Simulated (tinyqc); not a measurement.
Raising the surface concentration at fixed length: sheet resistance of a shallow doped layer with concentration-dependent mobility and limited activation. Computed by tinyqc, a small Python program. Command: `OMP_NUM_THREADS=1 python tinyqc.py 3011154 3011155 out.jsonl irvin walk`. One thread of a shared host (Intel(R) Xeon(R) Processor @ 2.30GHz), about 0.02 s of CPU time with the checks.

A layer of one dopant lies in a background of the opposite type. Current flows parallel to the surface down to the junction; depletion is ignored.

Inputs (values chosen for the exercise, modelled on phosphorus in silicon):
```
quantity,value,unit
surface concentration C_s,4.5e+19,1/cm^3
length l,43,nm
tail abruptness,5.3,nm/decade
background C_B,1.9e+18,1/cm^3
mobility floor mu_min,65.2,cm^2/(V s)
mobility mu_max,1380,cm^2/(V s)
reference density N_r,9.8e+16,1/cm^3
exponent alpha,0.705,-
prefactor of the active limit,8.2e+21,1/cm^3
energy of the active limit,0.325,eV
anneal temperature T,1000,C
```

Profile: box with exponential tail.

Constants: k_B = 8.617333262e-05 eV/K; e = 1.602176634e-19 C.

Method:
- C(x) = C_s for x < l and C_s 10^(-(x - l)/abruptness) beyond.
- Temperatures in kelvin are T(C) + 273.15.
- Active limit C_a = prefactor x exp(-energy/(k_B T)); the junction lies where C = C_B, and the profile exceeds C_a down to x_a (zero if C_s is below C_a). Slope at the junction in nm per decade = ln(10) C/|dC/dx|.
- Active density N = min(C, C_a); carriers n = N - C_B; mobility mu = mu_min + (mu_max - mu_min)/(1 + ((N + C_B)/N_r)^alpha).
- Integrals from 0 to x_j, where C = C_B (Gauss-Legendre, 60 points on each smooth piece; 1 nm = 1e-7 cm): dose int C dx, carriers int n dx, mean mobility int n mu dx/int n dx, R_s = 1/(e int n mu dx).
- The last column drops the active limit.

active limit C_a = 4.23934e+20 1/cm^3

Layers:
```
C_s (1/cm^3),x_j (nm),dose (1/cm^2),mean mu (cm^2/(V s)),R_s (ohm/square),R_s if all active
1.00e+19,46.823,4.4864e+13,108.76,1595.6,1595.6
3.00e+19,49.351,1.3547e+14,87.65,564.8,564.8
1.00e+20,52.123,4.5258e+14,75.39,187.0,187.0
2.00e+20,53.718,9.0560e+14,71.58,97.4,97.4
5.00e+20,55.827,2.2647e+15,69.01,47.0,40.4
1.00e+21,57.423,4.5297e+15,69.01,45.4,20.5
2.00e+21,59.018,9.0599e+15,69.00,43.9,10.4
```

What follows from these numbers?

R_s falls as C_s^-0.95 between the first rows and as C_s^-0.05 between the last. Below C_a = 4.2e20 the exponent is set by the mobility, which drops from 109 towards mu_min, and by compensation. Above C_a extra dose only widens the clipped region: in the last row R_s is 4.23 times the fully active value. Caution: in rows with more than about 2e20 active atoms per cm^3 measured mobilities fall further than this form.
